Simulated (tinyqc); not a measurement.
Closing and inverting the gap: three-level Kane dispersion of a narrow-gap semiconductor.

Zero of energy at Gamma8, c = hbar^2/2m0, P^2 = Ep c. The free-electron term and remote bands are left out, so the heavy holes are flat at E = 0 and the other three bands obey E (E - Eg)(E + Dso) = P^2 k^2 (E + 2 Dso/3). The conduction band is the highest root; its edge is Ec = max(Eg, 0).

Constants: hbar^2/2m0 = 3.80998211 eV angstrom^2.

Values chosen for the exercise (out of a larger set: near those of GaSb; not measured data):

| symbol | value | unit | meaning |
|---|---|---|---|
| Dso | 0.79 | eV | spin-orbit splitting |
| Ep | 27.4 | eV | Kane energy |
| k | 0.037 | 1/angstrom | wave vector |

Eg is varied at fixed k, Dso and Ep. Edge mass: Eg (Eg + Dso)/(Ep (Eg + 2 Dso/3)) for Eg > 0, 3 |Eg|/(2 Ep) for Eg < 0. The Gamma6 weight of the conduction state is 1/(1 + P^2 k^2 [(2/3)/E^2 + (1/3)/(E + Dso)^2]).

Results:

| Eg (eV) | m0* | highest root (eV) | middle (eV) | lowest (eV) | E - Ec (meV) | Gamma6 weight |
|---|---|---|---|---|---|---|
| -0.300 | 0.01642 | 0.2073 | -0.4084 | -0.8889 | 207.3 | 0.306 |
| -0.150 | 0.00821 | 0.2607 | -0.3325 | -0.8683 | 260.7 | 0.409 |
| -0.060 | 0.00328 | 0.3006 | -0.2914 | -0.8592 | 300.6 | 0.477 |
| -0.015 | 0.00082 | 0.3229 | -0.2725 | -0.8554 | 322.9 | 0.512 |
| 0.015 | 0.00081 | 0.3386 | -0.2606 | -0.8530 | 323.6 | 0.535 |
| 0.060 | 0.00317 | 0.3634 | -0.2437 | -0.8497 | 303.4 | 0.569 |
| 0.300 | 0.01444 | 0.5197 | -0.1731 | -0.8366 | 219.7 | 0.724 |

Give the missing row, Eg (eV) = 0.150.

Computed row:
```
Eg (eV)      m0*  highest root (eV)  middle (eV)  lowest (eV)  E - Ec (meV)  Gamma6 weight
0.150    0.00760             0.4176      -0.2135      -0.8441         267.6          0.633
```

The edge mass vanishes with |Eg| from both sides, yet the kinetic energy at this k stays finite, at most 323.6 meV in the table; at Eg = 0 the two-level form, without the split-off band, gives the linear value sqrt(2/3) P k = 308.7 meV. The Gamma6 weight of the conduction state goes smoothly from 0.31 to 0.72 and is 0.51 and 0.54 in the two rows next to Eg = 0: at finite k nothing jumps at the inversion.

Program tinyqc; command `OMP_NUM_THREADS=1 python tinyqc.py 1050342 1050343 out.jsonl`; about 0.01 s on one thread of a shared Intel(R) Xeon(R) Processor @ 2.30GHz.
